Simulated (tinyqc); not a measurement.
# Ideality from Voc and Vmp

Question. An ideal cell J = Jsc - J0 (exp(V/(n Vt)) - 1) has exp((Voc - Vmp)/(n Vt)) = 1 + Vmp/(n Vt) at maximum power. Find n, J0 and FF.

Parameters, values chosen for the exercise:
```
symbol  value  unit      meaning
T         348     K  temperature
```

Constants: q = 1.602176634e-19 C, kB = 1.380649e-23 J/K, Vt = kB T/q. Results are converted to the units shown.

Jsc = 23.7 mA/cm^2
Voc = 0.89995802 V
Vmp = 0.79632797 V

Solution. With a = n Vt, a ln(1 + Vmp/a) rises steadily with a, so Voc - Vmp fixes it; J0 follows from Voc.

n = 1.060
J0 = 1.200e-14 A/cm^2
FF = 0.8509

Computed by the program tinyqc: `OMP_NUM_THREADS=1 python tinyqc.py 2280101 2280102 out.jsonl`, one thread of a shared Intel Xeon 2.30GHz, about 0.01 s for the whole run.
